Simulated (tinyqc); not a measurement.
Transparency density and B against temperature: optical gain and spontaneous emission in a bulk direct-gap semiconductor.

Parabolic bands, vertical transitions, no excitons. For each hole band j: mr = me mj/(me + mj); joint density of states J_j(E) = (mr/c)^(3/2) sqrt(E - Eg)/(2 pi^2), both spins, c = hbar^2/2m0; averaged matrix element |e.p|^2 = m0 Ep/6; alpha_j(E) = 4 pi^2 alpha_f c Ep J_j/(3 nr E) in 1/angstrom (alpha_f the fine-structure constant, listed as alpha among the constants), times 1e8 for 1/cm.

F_j(eta) = (1/Gamma(j + 1)) integral_0^infinity x^j dx/(1 + exp(x - eta)), which tends to exp(eta) for eta << 0.

Quasi-Fermi levels: n = Nc F_1/2(Fc/kT) and p = Nv F_1/2(Fv/kT), Fc counted up from the conduction edge and Fv down from the valence edge; Nc, Nv from N = 2 (m kB T/(4 pi c))^(3/2) with c = hbar^2/2m0, in 1/angstrom^3; times 1e24 for 1/cm^3, with me and (mhh^(3/2) + mlh^(3/2))^(2/3).

For band j the electron sits at Ee = (E - Eg) mr/me above its edge and the hole at Eh = (E - Eg) mr/mj; fe = 1/(1 + exp((Ee - Fc)/kT)), fh = 1/(1 + exp((Eh - Fv)/kT)); gain g = sum_j alpha_j (fe + fh - 1).

Spontaneous rate: R = integral of (nr E/(hbar c))^2/(pi^2 hbar) sum_j alpha_j fe fh dE, with alpha in 1/cm and (nr E/(hbar c))^2 in 1/cm^2 (1e16 per 1/angstrom^2); B = R/(n p); lifetime n/R.

Constants: hbar^2/2m0 = 3.80998211 eV angstrom^2; fine-structure constant alpha = 0.007297352564; kB = 8.617333262e-05 eV/K; hbar = 6.58211957e-16 eV s; hbar c = 1973.269805 eV angstrom.

Inputs chosen for the exercise (near those of InP; shifted at random, so the results belong to these values and not to a real crystal): Eg = 1.327 eV (direct gap); me = 0.0785 m0 (electron mass); mhh = 0.626 m0 (heavy-hole mass); mlh = 0.0909 m0 (light-hole mass); Ep = 20.9 eV (Kane energy); nr = 3.43 (refractive index).

Eg is held fixed; B is taken at n = 1e15 1/cm^3.

Results:
```
T (K)  transparency density (1/cm^3)  Fc/kT there  B (cm^3/s)
100                         3.09e+17        2.057    6.77e-10
150                         5.68e+17        2.057    3.70e-10
200                         8.74e+17        2.057    2.42e-10
250                         1.22e+18        2.057    1.74e-10
300                         1.61e+18        2.057    1.33e-10
350                         2.02e+18        2.057    1.06e-10
400                         2.47e+18        2.057    8.71e-11
500                         3.45e+18        2.057    6.29e-11
```

Fc/kT at transparency stays at 2.057, since it depends on Nv/Nc alone, so the density goes as T^1.50. B goes as T^-1.48, against T^-1.5 for non-degenerate carriers: hot carriers spread over k and fewer pairs share a wave vector.

Run: tinyqc, `OMP_NUM_THREADS=1 python tinyqc.py 1651796 1651797 out.jsonl`; Intel(R) Xeon(R) Processor @ 2.30GHz, one thread, shared host; about 0.09 s of CPU time with all checks.
